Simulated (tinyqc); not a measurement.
MP2 on RHF in the sto-3g basis, frozen core, for BeH2, spin multiplicity 1, step by step. One step of it, computed by the program tinyqc.

Problem. Second-order Moller-Plesset energy. E2 = sum_ijab (ia|jb) [2 (ia|jb) - (ib|ja)] / (e_i + e_j - e_a - e_b) over occupied i, j and virtual a, b; the opposite-spin part is (ia|jb)^2 / denominator, the rest is same-spin, and SCS-MP2 scales them by 6/5 and 1/3.

orbital energies (hartree): [-4.525169, -0.439365, -0.399776, 0.211950, 0.213519, 0.415923, 0.820808]

Two-electron integrals over orbitals (pq|rs), unique and non-zero (hartree); the lowest 1 orbital is frozen and left out:
```
(22|22) 0.387294    (32|32) 0.161953    (33|22) 0.399954    (33|33) 0.423174
(42|22) 0.005416    (42|33) 0.005822    (42|42) 0.048391    (43|32) 0.007295
(43|43) 0.014136    (44|22) 0.361122    (44|33) 0.346638    (44|42) -0.014997
(44|44) 0.450934    (52|52) 0.048335    (53|53) 0.013620    (54|52) -0.005094
(54|54) 0.024689    (55|22) 0.361767    (55|33) 0.346790    (55|42) -0.005002
(55|44) 0.401035    (55|55) 0.449859    (62|22) -0.019317   (62|33) -0.043623
(62|42) -0.002102   (62|44) 0.057761    (62|55) 0.059430    (62|62) 0.080007
(63|32) -0.092825   (63|43) -0.006051   (63|63) 0.084229    (64|22) 0.001759
(64|33) -0.001857   (64|42) 0.044864    (64|44) -0.002713   (64|55) 0.003834
(64|62) 0.012124    (64|64) 0.048507    (65|52) 0.046791    (65|54) -0.003401
(65|65) 0.049910    (66|22) 0.388155    (66|33) 0.398705    (66|42) 0.014310
(66|44) 0.359025    (66|55) 0.361202    (66|62) -0.029222   (66|64) 0.009130
(66|66) 0.406099    (72|32) -0.041807   (72|43) -0.006420   (72|63) 0.061423
(72|72) 0.056822    (73|22) -0.002586   (73|33) -0.018949   (73|42) -0.009072
(73|44) 0.064482    (73|55) 0.064613    (73|62) 0.075071    (73|64) 0.005148
(73|66) -0.023104   (73|73) 0.084657    (74|32) -0.015252   (74|43) 0.012875
(74|63) 0.009276    (74|72) 0.002589    (74|74) 0.018324    (75|53) 0.013542
(75|75) 0.016757    (76|32) 0.140575    (76|43) 0.008157    (76|63) -0.092526
(76|72) -0.051695   (76|74) -0.013151   (76|76) 0.137226    (77|22) 0.414799
(77|33) 0.432497    (77|42) 0.001253    (77|44) 0.385269    (77|55) 0.384809
(77|62) -0.027786   (77|64) -0.003542   (77|66) 0.423646    (77|73) -0.003476
(77|77) 0.472186
```

Hartree-Fock energy = -15.54587509 hartree

Give: Terms; Pair energies; MP2 correlation energy; SCS-MP2 correlation energy; MP2 total energy.

Solution.

Terms:
```
i  j  a  b    (ia|jb)    (ib|ja)  denominator       term
3  3  6  6      0.084      0.084       -1.631  -4.35e-03
2  2  6  6      0.080      0.080       -1.711  -3.74e-03
2  3  6  7      0.075      0.061       -2.076  -3.21e-03
3  2  7  6      0.075      0.061       -2.076  -3.21e-03
3  3  7  7      0.085      0.085       -2.441  -2.94e-03
2  2  4  4      0.048      0.048       -1.303  -1.80e-03
2  2  5  5      0.048      0.048       -1.306  -1.79e-03
3  2  6  7      0.061      0.075       -2.076  -1.41e-03
2  3  7  6      0.061      0.075       -2.076  -1.41e-03
2  2  7  7      0.057      0.057       -2.520  -1.28e-03
3  3  4  4      0.014      0.014       -1.223  -1.63e-04
3  3  5  5      0.014      0.014       -1.227  -1.51e-04
2  3  4  7     -0.009     -0.006       -1.872  -5.68e-05
3  2  7  4     -0.009     -0.006       -1.872  -5.68e-05
3  3  6  4     -0.006     -0.006       -1.427  -2.57e-05
3  3  4  6     -0.006     -0.006       -1.427  -2.57e-05
3  2  4  7     -0.006     -0.009       -1.872  -1.29e-05
2  3  7  4     -0.006     -0.009       -1.872  -1.29e-05
2  2  6  4  -2.10e-03  -2.10e-03       -1.507  -2.93e-06
2  2  4  6  -2.10e-03  -2.10e-03       -1.507  -2.93e-06
```

Pair energies (hartree; pair i-j sums ij and ji):
```
pair  opposite spin  same spin
2-2          -0.009          0
3-2          -0.009  -1.87e-04
3-3          -0.008          0
```

MP2 correlation energy = -0.02565 hartree

SCS-MP2 correlation energy = -0.03062 hartree

MP2 total energy = -15.57152 hartree
